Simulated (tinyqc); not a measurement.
# Polycrystalline film, grain-boundary barriers (Seto model): effects of single changes

One-dimensional grains of size Lg with donors N; each boundary has Qt acceptor-like traps per area at one level Et below the band edge. Trapped electrons qt deplete a width w = qt/N (both sides together) and raise a barrier Vb = q N w^2/(8 eps0 eps_r). Current crosses the barriers by thermionic emission at small bias. Abrupt depletion, full ionisation, Boltzmann statistics.

Parameters, values chosen for the exercise; values close to those of polycrystalline silicon: temperature T = 250 K; relative permittivity of the semiconductor eps_r = 11.7; grain size Lg = 80 nm; trap density at a boundary Qt = 1.8e12 cm^-2; donor density N = 1.7e17 cm^-3; mobility inside a grain mg = 130 cm^2/(V s); collection velocity at the barrier vc = 5.3e6 cm/s; conduction-band density of states at T Nc = 2.13e19 cm^-3; trap level below the band edge Et = 0.44 eV.

Constants: q = 1.602176634e-19 C, kB = 1.380649e-23 J/K, Vt = kB T/q, eps0 = 8.8541878128e-14 F/cm where lengths are in cm. Results are converted to the units shown.

Each table varies one quantity; the others keep the values above.

## Effect of the grain size

Partly depleted grains: the density at the grain centre is n0 = N and qt = Qt/(1 + 2 (Nc/N) exp((Vb - Et)/Vt)). If that gives qt >= N Lg, the grains are fully depleted: qt = N Lg, w = Lg and n0 = 2 Nc exp((Vb - Et)/Vt)/(Qt/(N Lg) - 1). Resistivity: barriers rb = Vt exp(Vb/Vt)/(q n0 vc Lg), grain interior rg = (1 - w/Lg)/(q mg N); effective mobility 1/(q N (rb + rg)).

Effect of the grain size:
```
Lg (nm)    w/Lg    Vb (V)  n0 (cm^-3)  resistivity (ohm cm)
16        1.000  0.008413    1.512e10               1.550e6
26        1.000   0.02222    5.246e10               5.217e5
42        1.000   0.05797    5.572e11               1.599e5
69        1.000    0.1565    1.534e14               3.420e4
110      0.8388    0.2798    1.700e17                  5923
180      0.5126    0.2798    1.700e17                  3620
300      0.3076    0.2798    1.700e17                  2172
480      0.1922    0.2798    1.700e17                  1358
```

Read the table: what changes, and by how much?

As Lg goes from 16 to 480 nm, the barrier rises from 0.00841 to 0.280 V and the resistivity falls from 1.55e6 to 1360 ohm cm. The grains are fully depleted in 4 of the 8 rows. For Lg = 16 to 26 nm the barrier is under 2 Vt, where the depletion and emission pictures are rough.

## Effect of the donor density

Same model as above.

Effect of the donor density:
```
N (cm^-3)     w/Lg    Vb (V)  n0 (cm^-3)  resistivity (ohm cm)
1.1e16       1.000   0.01361     5.556e9               1.074e6
2.3e16       1.000   0.02846    2.452e10               4.847e5
4.7e16       1.000   0.05815    2.256e11               2.090e5
9.5e16       1.000    0.1175    9.833e12               7.552e4
1.9e17       1.000    0.2351    1.711e16               1.017e4
3.9e17      0.5768    0.1605    3.900e17                 14.06
8e17        0.2812   0.07830    8.000e17                0.1933
1.6e18      0.1406   0.03915    1.600e18               0.03799
3.3e18     0.06818   0.01898    3.300e18               0.01588
6.8e18     0.03309  0.009211    6.800e18              0.007542
```

Read the table: what changes, and by how much?

As N goes from 1.1e16 to 6.8e18 cm^-3, the barrier goes from 0.0136 through a maximum of 0.235 (at N = 1.9e17 cm^-3 among the rows listed) to 0.00921 V and the resistivity falls from 1.07e6 to 0.00754 ohm cm. The grains are fully depleted in 5 of the 10 rows. The steepest fall, as N^(-9.2), lies between 1.9e17 and 3.9e17 cm^-3; N* = 2.25e17 cm^-3. The barrier grows with N while the grains are depleted and shrinks once they are not, hence the maximum. At N = 1.1e16, 2.3e16, 1.6e18, 3.3e18, 6.8e18 cm^-3 the barrier is under 2 Vt, where the depletion and emission pictures are rough. At N = 6.8e18 cm^-3 N passes 0.3 Nc, where degeneracy and tunnelling through the thin barriers matter.

## Effect of the trap density at a boundary

Same model as above.

Effect of the trap density at a boundary:
```
Qt (cm^-2)    w/Lg   Vb (V)  n0 (cm^-3)  resistivity (ohm cm)
3e11        0.2206  0.01023    1.700e17                0.2501
4.4e11      0.3235  0.02202    1.700e17                0.2429
6.5e11      0.4779  0.04805    1.700e17                0.3210
9.6e11      0.7059   0.1048    1.700e17                 2.501
1.4e12       1.000   0.2103    3.397e16                  1623
2.1e12       1.000   0.2103    1.836e15               3.003e4
3.1e12       1.000   0.2103    7.809e14               7.061e4
4.5e12       1.000   0.2103    4.327e14               1.274e5
```

As Qt goes from 3e11 to 4.5e12 cm^-2, the barrier rises from 0.0102 to 0.210 V and the resistivity goes from 0.250 through a minimum of 0.243 (at Qt = 4.4e11 cm^-2 among the rows listed) to 1.27e5 ohm cm. The grains are fully depleted in 4 of the 8 rows. For Qt = 3e11 to 4.4e11 cm^-2 the barrier is under 2 Vt, where the depletion and emission pictures are rough.

tinyqc, about 0.01 s, one thread, Intel Xeon 2.30GHz (shared host): `OMP_NUM_THREADS=1 python tinyqc.py 2610139 2610140 out.jsonl`
